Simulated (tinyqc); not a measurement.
Layer against dose: implant damage, amorphisation by cascade overlap, and solid-phase epitaxial regrowth. Computed by tinyqc, a small Python program. Command: `OMP_NUM_THREADS=1 python tinyqc.py 3114061 3114062 out.jsonl sper walk`. One thread of a shared host (Intel(R) Xeon(R) Processor @ 2.30GHz), about 0.01 s of CPU time with the checks.

Range and width of the damage are inputs. Dynamic annealing enters only through the surviving share f.

Inputs (values chosen for the exercise, modelled on fluorine ions in silicon):
```
quantity                           value    unit
atomic density N                    49.9  1/nm^3
ion Z1                                 9       -
ion mass M1                           19       u
target Z2                             14       -
target mass M2                     28.09       u
ion energy E                          25     keV
displacement energy E_d               16      eV
depth of the damage peak R_d          33      nm
width of the damage profile s_d       17      nm
share of defects that survive f     0.94       -
critical displaced share x_c        0.16       -
dose Q                           2.4e+15  1/cm^2
```

Constants: a_0 = 0.529177210903 angstrom; e^2/(4 pi eps_0) = 14.39964548 eV angstrom.

Method. Robinson partition: eps = E a M2/(Z1 Z2 (e^2/(4 pi eps_0)) (M1 + M2)), a = 0.8853 a_0/sqrt(Z1^(2/3) + Z2^(2/3)); k = 0.0793 Z1^(2/3) Z2^(1/2) (M1 + M2)^(3/2)/((Z1^(2/3) + Z2^(2/3))^(3/4) M1^(3/2) M2^(1/2)); damage energy T_d = E/(1 + k (eps + 0.40244 eps^(3/4) + 3.4008 eps^(1/6))); displacements nu = 0.8 T_d/(2 E_d). Displaced share x(z) = f nu Q exp(-(z - R_d)^2/(2 s_d^2))/(sqrt(2 pi) s_d N); the layer is amorphous where x > x_c, between R_d -/+ s_d sqrt(2 ln(x_max/x_c)), the upper edge being cut at the surface. Threshold dose Q_c = Q x_c/x_max.

threshold dose Q_c = 1.07858e+14 1/cm^2

displacements per ion nu = 335.568

Dose series; the last column is f nu Q erfc((z2 - R_d)/(sqrt2 s_d))/2:
```
Q (1/cm^2)   x_max  upper edge (nm)  lower edge (nm)  displaced atoms beyond z2 (1/cm^2)
1.19e+14    0.1765           25.462           40.538                          1.2339e+16
1.62e+14    0.2403           17.666           48.334                          9.3786e+15
2.70e+14    0.4005            9.970           56.030                          7.4739e+15
4.31e+14    0.6394            4.703           61.297                          6.5264e+15
7.55e+14    1.1200            0.000           66.537                          5.7778e+15
1.29e+15    1.9136            0.000           70.873                          5.2680e+15
2.70e+15    4.0053            0.000           76.142                          4.7504e+15
5.39e+15    7.9957            0.000           80.548                          4.3853e+15
```

A dose 45 times larger moves the lower edge from 40.5 to 80.5 nm, as the root of a logarithm, and the damage beyond it falls by a factor 2.8, since the edge lies on an ever steeper tail. The layer reaches the surface at Q_c exp(R_d^2/(2 s_d^2)) = 7.10e14 per cm^2.
